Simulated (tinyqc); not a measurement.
Frenkel-Kontorova chain: a misfit dislocation (kink) in a monolayer on a periodic substrate: one step, computed by the program tinyqc. Command: `OMP_NUM_THREADS=1 python tinyqc.py 3023412 3023413 out.jsonl fkchain walk`. One thread of a shared host (Intel(R) Xeon(R) Processor @ 2.30GHz), about 0.03 s of CPU time with the checks.

E = sum_j [(k/2)(x_(j+1) - x_j - b)^2 + (W/2)(1 - cos(2 pi x_j/a))], x_j = a (j + u_j). A kink takes u from 0 to 1: the chain is stretched by one period and has one atom fewer than wells.

Problem. Continuum limit. l0 = sqrt(k a^2/(2 W)); kink u(j) = (2/pi) arctan exp(pi j/l0); kink energy at f = 0: E0 = (4/pi) W l0; with misfit E0 - k a^2 f; kinks become favourable at f_c = 2/(pi l0), and a coherent chain with free ends loses stability at f_m = 1/l0. Lowest vibration of the flat chain: nu0 = 15.6333042 THz x sqrt(2 pi^2 W/(a^2 M)).

Inputs (values chosen for the exercise, for a model overlayer):
```
quantity              value           unit
spring constant k       3.1  eV/angstrom^2
substrate period a     3.26       angstrom
corrugation W          1.61             eV
misfit f = (b - a)/a   0.31              -
atomic mass M           170              u
```

Constants: nu for 1 eV/(angstrom^2 u) = 15.6333042 THz.

Give: kink width l0; kink energy E0; kink energy with misfit; critical misfit f_c; limit f_m; gap frequency nu0.

Solution.

kink width l0 = 3.199

kink energy E0 = 6.557 eV

kink energy with misfit = -3.656 eV

critical misfit f_c = 0.1990

limit f_m = 0.3126

gap frequency nu0 = 2.073 THz

f_c < f < f_m: kinks lower the energy, but must enter over a barrier at the ends. Caution: a corrugation above 1 eV is larger than real overlayers usually show; it is chosen to keep the kink narrow.
